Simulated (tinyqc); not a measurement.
Inside a calculation (part 2 of 2). Method: RKS/BP86 in the sto-6g basis, for BeH2, spin multiplicity 1. Computed by tinyqc, a small Python program that keeps every step (integrals from PySCF). Command: `OMP_NUM_THREADS=1 python tinyqc.py 24768 24769 out.jsonl` (the two numbers bound the seeds that draw the settings). One thread of a shared host (Intel(R) Xeon(R) Processor @ 2.60GHz), about 1 s of CPU time with the checks.

Geometry (angstrom):

| atom | x | y | z |
|---|---|---|---|
| Be | 0.000000 | 0.000000 | 0.000000 |
| H | 0.000000 | 1.435000 | 0.000000 |
| H | 0.000000 | -1.435000 | 0.000000 |

## Iteration 2: diagonalisation and new density

Kohn-Sham matrix F (hartree):
```
            1Be 1s     1Be 2s   1Be 2px    1Be 2py   1Be 2pz      2H 1s      3H 1s
1Be 1s   -3.791621  -1.065999  0.000000   0.000000  0.000000  -0.247175  -0.247175
1Be 2s   -1.065999  -0.477116  0.000000   0.000000  0.000000  -0.242252  -0.242252
1Be 2px   0.000000   0.000000  0.000661   0.000000  0.000000   0.000000   0.000000
1Be 2py   0.000000   0.000000  0.000000  -0.108867  0.000000  -0.187968   0.187968
1Be 2pz   0.000000   0.000000  0.000000   0.000000  0.000661   0.000000   0.000000
2H 1s    -0.247175  -0.242252  0.000000  -0.187968  0.000000  -0.160096  -0.029997
3H 1s    -0.247175  -0.242252  0.000000   0.187968  0.000000  -0.029997  -0.160096
```

X:
```
            1Be 1s     1Be 2s   1Be 2px    1Be 2py   1Be 2pz      2H 1s      3H 1s
1Be 1s    1.027221  -0.148307  0.000000   0.000000  0.000000   0.017627   0.017627
1Be 2s   -0.148307   1.212054  0.000000   0.000000  0.000000  -0.275496  -0.275496
1Be 2px   0.000000   0.000000  1.000000   0.000000  0.000000   0.000000   0.000000
1Be 2py   0.000000   0.000000  0.000000   1.313295  0.000000  -0.392167   0.392167
1Be 2pz   0.000000   0.000000  0.000000   0.000000  1.000000   0.000000   0.000000
2H 1s     0.017627  -0.275496  0.000000  -0.392167  0.000000   1.249014  -0.085885
3H 1s     0.017627  -0.275496  0.000000   0.392167  0.000000  -0.085885   1.249014
```

Diagonalise F' = X^T F X, C = X C', fill 3 alpha and 3 beta electrons from the bottom; D = 2 C_occ C_occ^T. Each column has its largest component positive (the first on a tie).

F' = X^T F X (hartree):
```
           1          2         3          4         5          6          7
1  -3.702041  -0.574380  0.000000   0.000000  0.000000  -0.038919  -0.038919
2  -0.574380  -0.146759  0.000000   0.000000  0.000000  -0.169443  -0.169443
3   0.000000   0.000000  0.000661   0.000000  0.000000   0.000000   0.000000
4   0.000000   0.000000  0.000000   0.159452  0.000000  -0.263169   0.263169
5   0.000000   0.000000  0.000000   0.000000  0.000661   0.000000   0.000000
6  -0.038919  -0.169443  0.000000  -0.263169  0.000000   0.053640  -0.074649
7  -0.038919  -0.169443  0.000000   0.263169  0.000000  -0.074649   0.053640
```

orbital energies (hartree): MO1 -3.794767, MO2 -0.266365, MO3 -0.228633, MO4 0.000661, MO5 0.000661, MO6 0.191323, MO7 0.516375

coefficients C:
```
               MO1        MO2        MO3        MO4       MO5        MO6        MO7
1Be 1s    0.991481  -0.225901   0.000000   0.000000  0.000000  -0.209126   0.000000
1Be 2s    0.034435   0.632933   0.000000   0.000000  0.000000   1.114035   0.000000
1Be 2px   0.000000   0.000000   0.000000  -0.005354  0.999986   0.000000   0.000000
1Be 2py   0.000000   0.000000   0.508726   0.000000  0.000000   0.000000   1.331740
1Be 2pz   0.000000   0.000000   0.000000   0.999986  0.005354   0.000000   0.000000
2H 1s    -0.005819   0.355334   0.409823   0.000000  0.000000  -0.791421  -0.936385
3H 1s    -0.005819   0.355334  -0.409823   0.000000  0.000000  -0.791421   0.936385
```

D after iteration 2:
```
            1Be 1s     1Be 2s   1Be 2px    1Be 2py   1Be 2pz      2H 1s      3H 1s
1Be 1s    2.068133  -0.217677  0.000000   0.000000  0.000000  -0.172080  -0.172080
1Be 2s   -0.217677   0.803581  0.000000   0.000000  0.000000   0.449405   0.449405
1Be 2px   0.000000   0.000000  0.000000   0.000000  0.000000   0.000000   0.000000
1Be 2py   0.000000   0.000000  0.000000   0.517603  0.000000   0.416975  -0.416975
1Be 2pz   0.000000   0.000000  0.000000   0.000000  0.000000   0.000000   0.000000
2H 1s    -0.172080   0.449405  0.000000   0.416975  0.000000   0.588503  -0.083317
3H 1s    -0.172080   0.449405  0.000000  -0.416975  0.000000  -0.083317   0.588503
```

Within a degenerate level the vectors are fixed only up to a rotation; this is one choice.

## Iteration 29 (converged): orbitals

converged F (hartree):
```
            1Be 1s     1Be 2s   1Be 2px    1Be 2py   1Be 2pz      2H 1s      3H 1s
1Be 1s   -3.762062  -1.060330  0.000000   0.000000  0.000000  -0.245922  -0.245922
1Be 2s   -1.060330  -0.470516  0.000000   0.000000  0.000000  -0.242833  -0.242833
1Be 2px   0.000000   0.000000  0.008970   0.000000  0.000000   0.000000   0.000000
1Be 2py   0.000000   0.000000  0.000000  -0.105683  0.000000  -0.190507   0.190507
1Be 2pz   0.000000   0.000000  0.000000   0.000000  0.008970   0.000000   0.000000
2H 1s    -0.245922  -0.242833  0.000000  -0.190507  0.000000  -0.172180  -0.029889
3H 1s    -0.245922  -0.242833  0.000000   0.190507  0.000000  -0.029889  -0.172180
```

As before.

F' = X^T F X (hartree):
```
           1          2         3          4         5          6          7
1  -3.672344  -0.573558  0.000000   0.000000  0.000000  -0.038375  -0.038375
2  -0.573558  -0.139289  0.000000   0.000000  0.000000  -0.168669  -0.168669
3   0.000000   0.000000  0.008970   0.000000  0.000000   0.000000   0.000000
4   0.000000   0.000000  0.000000   0.166424  0.000000  -0.263659   0.263659
5   0.000000   0.000000  0.000000   0.000000  0.008970   0.000000   0.000000
6  -0.038375  -0.168669  0.000000  -0.263659  0.000000   0.038704  -0.074156
7  -0.038375  -0.168669  0.000000   0.263659  0.000000  -0.074156   0.038704
```

orbital energies (hartree): MO1 -3.765346, MO2 -0.268048, MO3 -0.234188, MO4 0.008970, MO5 0.008970, MO6 0.186309, MO7 0.513472

coefficients C:
```
               MO1        MO2        MO3       MO4        MO5        MO6        MO7
1Be 1s    0.991261  -0.221340   0.000000  0.000000   0.000000  -0.214968   0.000000
1Be 2s    0.035278   0.605767   0.000000  0.000000   0.000000   1.129011   0.000000
1Be 2px   0.000000   0.000000   0.000000  0.081060   0.996709   0.000000   0.000000
1Be 2py   0.000000   0.000000   0.488785  0.000000   0.000000   0.000000   1.339187
1Be 2pz   0.000000   0.000000   0.000000  0.996709  -0.081060   0.000000   0.000000
2H 1s    -0.005950   0.374387   0.423758  0.000000   0.000000  -0.782587  -0.930162
3H 1s    -0.005950   0.374387  -0.423758  0.000000   0.000000  -0.782587   0.930162
```

D after iteration 29:
```
            1Be 1s     1Be 2s   1Be 2px    1Be 2py   1Be 2pz      2H 1s      3H 1s
1Be 1s    2.063178  -0.198222  0.000000   0.000000  0.000000  -0.177529  -0.177529
1Be 2s   -0.198222   0.736397  0.000000   0.000000  0.000000   0.453163   0.453163
1Be 2px   0.000000   0.000000  0.000000   0.000000  0.000000   0.000000   0.000000
1Be 2py   0.000000   0.000000  0.000000   0.477822  0.000000   0.414254  -0.414254
1Be 2pz   0.000000   0.000000  0.000000   0.000000  0.000000   0.000000   0.000000
2H 1s    -0.177529   0.453163  0.000000   0.414254  0.000000   0.639544  -0.078740
3H 1s    -0.177529   0.453163  0.000000  -0.414254  0.000000  -0.078740   0.639544
```

Within a degenerate level the vectors are fixed only up to a rotation; this is one choice.

## Convergence

Stop when the energy changes by less than 1e-10 hartree and every element of the error matrix X^T (F D S - S D F) X is below 3e-06.

Course of the cycle:

| iteration | E (hartree) | change | largest element of the error matrix |
|---|---|---|---|
| 1 | -15.82622711 | - | 1.22e-01 |
| 2 | -15.84124392 | -1.50e-02 | 3.74e-02 |
| 3 | -15.84276696 | -1.52e-03 | 2.68e-02 |
| 4 | -15.84351372 | -7.47e-04 | 1.86e-02 |
| 5 | -15.84388191 | -3.68e-04 | 1.31e-02 |
| 6 | -15.84406324 | -1.81e-04 | 9.18e-03 |
| 7 | -15.84415253 | -8.93e-05 | 6.47e-03 |
| 8 | -15.84419660 | -4.41e-05 | 4.53e-03 |
| 9 | -15.84421832 | -2.17e-05 | 3.19e-03 |
| 10 | -15.84422903 | -1.07e-05 | 2.24e-03 |
| 11 | -15.84423432 | -5.28e-06 | 1.57e-03 |
| 12 | -15.84423693 | -2.61e-06 | 1.10e-03 |
| 13 | -15.84423821 | -1.29e-06 | 7.76e-04 |
| 14 | -15.84423885 | -6.34e-07 | 5.45e-04 |
| 15 | -15.84423916 | -3.13e-07 | 3.83e-04 |
| 16 | -15.84423931 | -1.54e-07 | 2.69e-04 |
| 17 | -15.84423939 | -7.61e-08 | 1.89e-04 |
| 18 | -15.84423943 | -3.75e-08 | 1.32e-04 |
| 19 | -15.84423944 | -1.85e-08 | 9.31e-05 |
| 20 | -15.84423946 | -9.13e-09 | 6.54e-05 |
| 21 | -15.84423946 | -4.50e-09 | 4.59e-05 |
| 22 | -15.84423946 | -2.22e-09 | 3.22e-05 |
| 23 | -15.84423946 | -1.10e-09 | 2.26e-05 |
| 24 | -15.84423946 | -5.40e-10 | 1.59e-05 |
| 25 | -15.84423946 | -2.67e-10 | 1.12e-05 |
| 26 | -15.84423946 | -1.31e-10 | 7.84e-06 |
| 27 | -15.84423946 | -6.49e-11 | 5.51e-06 |
| 28 | -15.84423946 | -3.20e-11 | 3.87e-06 |
| 29 | -15.84423946 | -1.58e-11 | 2.72e-06 |

PySCF RKS in the same basis, fine grid = -15.84908640 hartree

Converged in 29 iterations. The coarse grid moves the energy by +4.85e-03 hartree.

## Populations, bond orders and dipole

overlap S:
```
           1Be 1s    1Be 2s   1Be 2px    1Be 2py   1Be 2pz     2H 1s      3H 1s
1Be 1s   1.000000  0.254764  0.000000   0.000000  0.000000  0.058398   0.058398
1Be 2s   0.254764  1.000000  0.000000   0.000000  0.000000  0.422991   0.422991
1Be 2px  0.000000  0.000000  1.000000   0.000000  0.000000  0.000000   0.000000
1Be 2py  0.000000  0.000000  0.000000   1.000000  0.000000  0.497015  -0.497015
1Be 2pz  0.000000  0.000000  0.000000   0.000000  1.000000  0.000000   0.000000
2H 1s    0.058398  0.422991  0.000000   0.497015  0.000000  1.000000   0.027380
3H 1s    0.058398  0.422991  0.000000  -0.497015  0.000000  0.027380   1.000000
```

Mulliken: Z minus the diagonal of D S on the atom; Loewdin: the same with S^(1/2) D S^(1/2); Mayer order: 2 sum_s sum (D(s) S)_ij (D(s) S)_ji over the two atoms.

Charges (e):

| atom | Mulliken | Loewdin |
|---|---|---|
| 1Be | 0.049190 | 0.038591 |
| 2H | -0.024595 | -0.019295 |
| 3H | -0.024595 | -0.019295 |

Mayer bond orders:

| pair | order |
|---|---|
| 2-1 | 0.992033 |
| 3-1 | 0.992033 |
| 3-2 | 0.007362 |

dipole moment about the origin, x y z (debye): 0.000000  0.000000  0.000000
